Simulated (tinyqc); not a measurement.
# IGBT as a p-i-n diode in series with a MOS channel, on-state and switching loss: what changes with what

High injection (n = p) in a drift layer from x = -W/2 (anode) to +W/2 (cathode side), recombination only in the layer with lifetime tau, ideal emitters. The channel feeds the cathode side and carries the whole current. Auger recombination, carrier-carrier scattering, emitter losses and the carrier dip under the p body are left out.

Parameters, values chosen for the exercise; material values close to those of silicon:
- T = 300 K (temperature)
- Eg = 1.1 eV (band gap)
- Nc = 2.76e19 cm^-3 (conduction-band density of states at T)
- Nv = 2.69e19 cm^-3 (valence-band density of states at T)
- mn = 1400 cm^2/(V s) (electron mobility)
- mp = 480 cm^2/(V s) (hole mobility)
- W = 110 um (width of the drift layer)
- Nd = 7.2e13 cm^-3 (doping of the drift layer)
- tau = 0.76 us (high-injection lifetime)
- J = 150 A/cm^2 (current density)
- Rch = 1.7 mohm cm^2 (channel and accumulation resistance)
- Vdc = 600 V (link voltage)
- ks = 0.06 (turn-off energy per stored charge and link voltage)
- f = 5 kHz (switching frequency)

Constants: q = 1.602176634e-19 C, kB = 1.380649e-23 J/K, Vt = kB T/q. Results are converted to the units shown.

Each table varies one quantity; the others keep the values above.

## Effect of the channel and accumulation resistance

b = mn/mp, B = (b - 1)/(b + 1), La = sqrt(2 Vt mn mp tau/(mn + mp)), y = W/(2 La). n(x) = (tau J/(2 q La))[cosh(x/La)/sinh y - B sinh(x/La)/cosh y]. Vm = Vt [(8 b/(b + 1)^2)(sinh y/s) arctan(s sinh y) + B ln((1 + B tanh^2 y)/(1 - B tanh^2 y))], s = sqrt(1 - B^2 tanh^2 y); Vj = Vt ln(n(-W/2) n(W/2)/ni^2), ni = sqrt(Nc Nv) exp(-Eg/(2 Vt)), Eg in volts; Vc = J Rch; Von = Vm + Vj + Vc. Stored charge tau J, turn-off energy Eoff = ks tau J Vdc, loss at half duty 0.5 J Von + f Eoff. A unipolar device on the same layer has Vu = J (W/(q mn Nd) + Rch).

The same in every row: y = 1.468; Eoff (mJ/cm^2) = 4.104.

Results:
```
Rch (mohm cm^2)	Von (V)	Vu (V)	total loss (W/cm^2)
0.2	0.9457	102.2	91.44
0.4	0.9757	102.2	93.69
0.78	1.033	102.3	97.97
1.5	1.141	102.4	106.1
6.1	1.831	103.1	157.8
12	2.716	104.0	224.2
```

Estimate the missing row, Rch = 3.1 mohm cm^2.

Computed row:
```
Rch (mohm cm^2)	Von (V)	Vu (V)	total loss (W/cm^2)
3.1	1.381	102.6	124.1
```

With this row back in the table: As Rch goes from 0.2 to 12 mohm cm^2, Von rises from 0.946 to 2.72 V, Eoff stays at 4.10 mJ/cm^2 and the total loss rises from 91.4 to 224 W/cm^2. Von is below Vu in 7 of the 7 rows.

## Effect of the current density

Same model as above.

The same in every row: y = 1.4675.

Results:
```
J (A/cm^2)	Von (V)	Vu (V)	Eoff (mJ/cm^2)	total loss (W/cm^2)
0.3	0.59485	0.20485	0.0082080	0.13027
0.76	0.64369	0.51894	0.020794	0.34857
1.9	0.69301	1.2974	0.051984	0.91828
4.8	0.74585	3.2775	0.13133	2.4467
31	0.88684	21.167	0.84816	17.987
78	1.0144	53.260	2.1341	50.234
200	1.2705	136.56	5.4720	154.41
500	1.8279	341.41	13.680	525.38
```

Estimate the missing row, J = 12 A/cm^2.

Computed row:
```
J (A/cm^2)	Von (V)	Vu (V)	Eoff (mJ/cm^2)	total loss (W/cm^2)
12	0.80547	8.1938	0.32832	6.4744
```

With this row back in the table: As J goes from 0.3 to 500 A/cm^2, Von rises from 0.595 to 1.83 V, Eoff rises from 0.00821 to 13.7 mJ/cm^2 and the total loss rises from 0.130 to 525 W/cm^2. Von is below Vu in 7 of the 9 rows. At low current the junction voltage makes the bipolar device the worse one. For J = 0.3 to 0.76 A/cm^2 the injected density falls below 5 Nd somewhere, so high injection is doubtful. At J = 500 A/cm^2 the density at the anode passes 2e17 cm^-3, where Auger recombination and emitter losses matter.

## Effect of the width of the drift layer

Same model as above.

The same in every row: Eoff (mJ/cm^2) = 4.104.

Effect of the width of the drift layer:
```
W (um)	y	Von (V)	Vu (V)	total loss (W/cm^2)
44	0.5870	1.112	41.12	103.9
58	0.7738	1.113	54.13	104.0
75	1.001	1.123	69.91	104.7
98	1.307	1.150	91.28	106.8
130	1.734	1.216	121.0	111.7
170	2.268	1.356	158.2	122.2
220	2.935	1.681	204.6	146.6
```

As W goes from 44 to 220 um, Von rises from 1.11 to 1.68 V, Eoff stays at 4.10 mJ/cm^2 and the total loss rises from 104 to 147 W/cm^2. Von is below Vu in 7 of the 7 rows. At W = 44 um the density at the anode passes 2e17 cm^-3, where Auger recombination and emitter losses matter.

tinyqc, about 0.01 s, one thread, Intel Xeon 2.30GHz (shared host): `OMP_NUM_THREADS=1 python tinyqc.py 2590128 2590129 out.jsonl`
